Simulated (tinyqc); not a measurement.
## Via and link resistance from two via chains

Inverse problem. A chain of 1000 vias joined by 1000 metal links has R = 1000 (Rv + Rlink), with Rlink proportional to the link length. Find Rv, Rlink for length L, and the value of Rv that the short chain would give if the links were ignored.

resistance of chains of 1000 links with link lengths L and 3 L (ohm): [27000, 43000]

Answer. R per link is a straight line in the link length; its intercept at zero length is Rv.

Rv = 19.0 ohm
Rlink = 8.00 ohm
Rv without correction = 27.0 ohm

Computed by the program tinyqc: `OMP_NUM_THREADS=1 python tinyqc.py 2750127 2750128 out.jsonl`, one thread of a shared Intel Xeon 2.30GHz, about 0.01 s for the whole run.
